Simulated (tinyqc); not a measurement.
# Worked calculation: ellipsometry and reflectance of a transparent film on an absorbing substrate

Computed by the program tinyqc: `OMP_NUM_THREADS=1 python tinyqc.py 2870173 2870174 out.jsonl`, one thread of a shared Intel Xeon 2.30GHz, about 0.01 s for the whole run. Printed values are rounded.

Air (index 1), film, substrate with N2 = n2 - i k2; time factor exp(+i w t). q_j = sqrt(N_j^2 - sin^2 th), root with positive real part. Fresnel coefficients r_s = (q_a - q_b)/(q_a + q_b), r_p = (N_b^2 q_a - N_a^2 q_b)/(N_b^2 q_a + N_a^2 q_b). tan(Psi) exp(i Delta) = R_p/R_s, Delta taken from 0 to 360 degrees.

Parameters, values chosen for the exercise; indices close to those of titanium dioxide on silicon:
- lam = 405 nm (wavelength)
- th = 65 degrees (angle of incidence)
- n1 = 2.421 (index of the transparent film)
- d = 2.8 nm (film thickness)
- n2 = 5.42 (index of the substrate)
- k2 = 0.329 (extinction coefficient of the substrate)

## Interface coefficients and thickness period

q0, q1, q2 and the coefficients r01 and r12 for p and s; the results repeat in d with the period lam/(2 q1).

q0 = 0.422618
q1 = 2.24496
q2 = 5.34398-0.33368i
r01,p = 0.0491541
r01,s = -0.683145
r12,p = 0.357005-0.025704i
r12,s = -0.409501+0.025964i
period = 90.2020 nm

## Psi, Delta and reflectances

beta = 2 pi d q1/lam, X = exp(-2 i beta), R = (r01 + r12 X)/(1 + r01 r12 X) for p and s.

beta = 0.0975195 rad
X = 0.981040-0.193805i
R_p = 0.388243-0.091059i
R_s = -0.851546+0.034500i
Psi = 25.0756 degrees
Delta = 169.120 degrees
|R_p|^2 = 0.159024
|R_s|^2 = 0.726321

The bare substrate gives Psi = 25.10 and Delta = 177.02 degrees.
